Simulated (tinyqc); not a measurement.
Strained quantum well: band edges, subbands and transparency: one step. Transparency density. Four cases, with inputs chosen for the exercise.

Problem. Solve for u = (Fc - e1)/kB T; give n_tr, the share of holes in the top subband and the current e Br n_tr^2 (e = 1.602177e-19 C).

Transparency (Bernard-Duraffourg): Fc - Fv equals the lowest transition energy with n = p, n = sum m/(2 pi c) kB T ln(1 + exp((Fc - E)/kB T)) and p likewise over the listed subbands; c = hbar^2/2m0, 1/angstrom^2 = 1e16/cm^2.

Constants: hbar^2/2m0 = 3.80998211 eV angstrom^2; kB = 8.617333262e-05 eV/K.

Give: u; n_tr; share; current density.

Case 1.

Values chosen (out of a larger set: near those of an InGaAs/InP well; not measured data): T = 300 K (temperature); Br = 1.8 x 1e-4 cm^2/s (two-dimensional radiative coefficient).

Subbands:

| level | E (eV) | m in the plane |
|---|---|---|
| e1 | 0.194795 | 0.043800 |
| e2 | 0.362200 | 0.043800 |
| hh1 | -0.617009 | 0.052743 |
| lh1 | -0.646706 | 0.120773 |
| hh2 | -0.659453 | 0.052743 |
| hh3 | -0.729936 | 0.052743 |
| hh4 | -0.826651 | 0.052743 |
| lh2 | -0.839721 | 0.120773 |

Solution.

u = 0.637
n_tr = 0.504 x 1e12/cm^2
share = 0.480
current density = 7.3 A/cm^2

For mirror-image bands u = 0 and n_tr = me kB T ln2/(2 pi c) = 0.328 x 1e12/cm^2; the heavier or more numerous hole states raise it by a factor 1.54.

Case 2.

Values chosen (out of a larger set: near those of a GaAsP/AlGaAs well; not measured data): T = 350 K (temperature); Br = 1.3 x 1e-4 cm^2/s (two-dimensional radiative coefficient).

Subbands:

| level | E (eV) | m in the plane |
|---|---|---|
| e1 | 0.718293 | 0.073900 |
| e2 | 0.837319 | 0.073900 |
| lh1 | -0.864542 | 0.209644 |
| hh1 | -0.873484 | 0.116959 |
| hh2 | -0.908526 | 0.116959 |
| lh2 | -0.952931 | 0.209644 |
| hh3 | -0.963019 | 0.116959 |

Solution.

u = 1.055
n_tr = 1.311 x 1e12/cm^2
share = 0.602
current density = 35.8 A/cm^2

For mirror-image bands u = 0 and n_tr = me kB T ln2/(2 pi c) = 0.645 x 1e12/cm^2; the heavier or more numerous hole states raise it by a factor 2.03.

Case 3.

Values chosen (out of a larger set: near those of a GaAsP/AlGaAs well; not measured data): T = 250 K (temperature); Br = 1.8 x 1e-4 cm^2/s (two-dimensional radiative coefficient).

Subbands:

| level | E (eV) | m in the plane |
|---|---|---|
| e1 | 0.706284 | 0.070200 |
| e2 | 0.866915 | 0.070200 |
| hh1 | -0.845708 | 0.113507 |
| lh1 | -0.859136 | 0.206186 |
| hh2 | -0.895798 | 0.113507 |
| hh3 | -0.971101 | 0.113507 |
| lh2 | -0.973525 | 0.206186 |

Solution.

u = 0.876
n_tr = 0.774 x 1e12/cm^2
share = 0.460
current density = 17.3 A/cm^2

For mirror-image bands u = 0 and n_tr = me kB T ln2/(2 pi c) = 0.438 x 1e12/cm^2; the heavier or more numerous hole states raise it by a factor 1.77.

Case 4.

Values chosen (out of a larger set: near those of an InGaAs/InP well; not measured data): T = 250 K (temperature); Br = 1.2 x 1e-4 cm^2/s (two-dimensional radiative coefficient).

Subbands:

| level | E (eV) | m in the plane |
|---|---|---|
| e1 | 0.094541 | 0.036000 |
| e2 | 0.268899 | 0.036000 |
| hh1 | -0.551099 | 0.043764 |
| hh2 | -0.583638 | 0.043764 |
| hh3 | -0.637842 | 0.043764 |
| lh1 | -0.676866 | 0.104275 |
| hh4 | -0.713386 | 0.043764 |
| lh2 | -0.842758 | 0.104275 |

Solution.

u = 0.320
n_tr = 0.281 x 1e12/cm^2
share = 0.766
current density = 1.5 A/cm^2

For mirror-image bands u = 0 and n_tr = me kB T ln2/(2 pi c) = 0.225 x 1e12/cm^2; the heavier or more numerous hole states raise it by a factor 1.25.

Computed by tinyqc, one run a case: `OMP_NUM_THREADS=1 python tinyqc.py N N+1 out.jsonl` with N = 1250135, 1250182, 1250405, 1250536; one thread of a shared Intel(R) Xeon(R) Processor @ 2.30GHz, about 0.01 s a run at most.
